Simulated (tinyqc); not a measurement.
# Schottky diode by thermionic emission with image-force lowering and series resistance: effects of single changes

Metal on an n-type semiconductor with one parabolic valley; V > 0 is forward bias (metal positive). I = I0 [exp(Vj/(n Vt)) - 1] with Vj = V - I Rs; I0 = S A* T^2 exp(-(phi - dphi)/Vt), the lowering dphi taken at zero bias.

Parameters, values chosen for the exercise; band and dielectric values close to those of gallium arsenide:
```
symbol    value   unit                             meaning
T           250      K                         temperature
me       0.0666     m0                       electron mass
eps_r      13.1                      relative permittivity
phi        0.93     eV  barrier height seen from the metal
Nd       2.9e16  cm^-3                       donor density
S       0.00031   cm^2                                area
```

Constants: q = 1.602176634e-19 C, kB = 1.380649e-23 J/K, h = 6.62607015e-34 J s, m0 = 9.1093837015e-31 kg, Vt = kB T/q, eps0 = 8.8541878128e-14 F/cm where lengths are in cm. Results are converted to the units shown.

Each table varies one quantity; the others keep the values above.

## Effect of the doping on the lowering

A* = 4 pi q me m0 kB^2/h^3 (times 1e-4 for A/(cm^2 K^2)); Nc = 2 (2 pi me m0 kB T/h^2)^1.5 (times 1e-6 for cm^-3); xi = Vt ln(Nc/Nd), Vbi = phi - xi; surface field Em = sqrt(2 q Nd (Vbi - V - Vt)/(eps0 eps_r)); dphi = sqrt(q Em/(4 pi eps0 eps_r)). Here V = 0 in Em.

Result of one run:
```
Nd (cm^-3)  Vbi (V)  Em (kV/cm)  dphi (meV)      I0 (A)
1.4e15      0.81244      17.490      13.865  5.2731e-17
```

What becomes of these results when the donor density Nd is changed from 1.4e15 to 2e16 cm^-3, all else the same?

Result of the changed run:
```
Nd (cm^-3)  Vbi (V)  Em (kV/cm)  dphi (meV)      I0 (A)
2e16        0.86973      68.457      27.432  9.8979e-17
```

The whole series:
```
Nd (cm^-3)  Vbi (V)  Em (kV/cm)  dphi (meV)      I0 (A)
1e14        0.75559      4.5032      7.0356  3.8404e-17
2.5e14      0.77533      7.2153      8.9057  4.1887e-17
6e14        0.79419      11.317      11.153  4.6493e-17
1.4e15      0.81244      17.490      13.865  5.2731e-17
3.5e15      0.83218      27.997      17.543  6.2545e-17
8.3e15      0.85078      43.605      21.893  7.6542e-17
2e16        0.86973      68.457      27.432  9.8979e-17
4.8e16      0.88859      107.23      34.331  1.3634e-16
```

dphi rises from 7.04 to 34.3 meV, as Nd^(0.26) (1/4 at fixed Vbi), and I0 grows by a factor of 3.55.

## Soft saturation in reverse bias

Same model as above.

Here dphi follows the bias, J = -A* T^2 exp(-(phi - dphi(V))/Vt) [1 - exp(V/Vt)], without Rs.

Soft saturation in reverse bias:
```
V (V)  Em (kV/cm)  dphi (meV)  J (A/cm^2)
-0.2        91.99       31.80  -3.910e-13
-0.5        104.2       33.85  -4.301e-13
-1          121.9       36.61  -4.889e-13
-2          151.3       40.78  -5.932e-13
-4          197.2       46.56  -7.760e-13
-7          250.9       52.51  -1.023e-12
-10         294.9       56.94  -1.256e-12
-15         356.4       62.59  -1.633e-12
```

What does the table show?

dphi rises from 31.8 to 62.6 meV, as the square root of the field, and |J| grows by a factor of 4.18: the reverse current does not saturate. Tunnelling and generation are left out.

Program tinyqc, `OMP_NUM_THREADS=1 python tinyqc.py 2640117 2640118 out.jsonl`; Intel Xeon 2.30GHz, shared host, one thread, about 0.01 s.
